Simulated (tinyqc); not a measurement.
Born-von Karman spring model of a cubic crystal with one atom per cell: one step, computed by the program tinyqc.

First neighbours lie at a/2 (1,1,0) (12 of them), second at a (1,0,0) (6), with all permutations and signs; the volume per atom is Omega = a^3/4.

Problem. Elastic constants from long waves. [ij,kl] = (1/(2 Omega)) sum_R K_ij R_k R_l; C11 = [xx,xx], C44 = [xx,yy], C12 = 2 [xy,xy] - C44; B = (C11 + 2 C12)/3; Zener ratio A = 2 C44/(C11 - C12). K(R) = kL n n^T + kT (1 - n n^T).

Inputs (values chosen for the exercise, for a model crystal):
```
quantity               value           unit
lattice constant a      3.42       angstrom
radial spring k1L        2.9  eV/angstrom^2
transverse spring k1T  -0.12  eV/angstrom^2
radial spring k2L      0.047  eV/angstrom^2
transverse spring k2T  0.049  eV/angstrom^2
```

Lattice: fcc.

Constants: 1 eV/angstrom^3 = 160.2176634 GPa.

Give: C11; C12; C44; bulk modulus B; Zener ratio A.

Solution.

C11 = 269.28 GPa

C12 = 154.78 GPa

C44 = 128.17 GPa

bulk modulus B = 192.95 GPa

Zener ratio A = 2.2390

C12 - C44 = 26.61 GPa: the Cauchy relation fails because sum_R kT R^2 is not zero; a negative sum gives a positive Cauchy pressure.
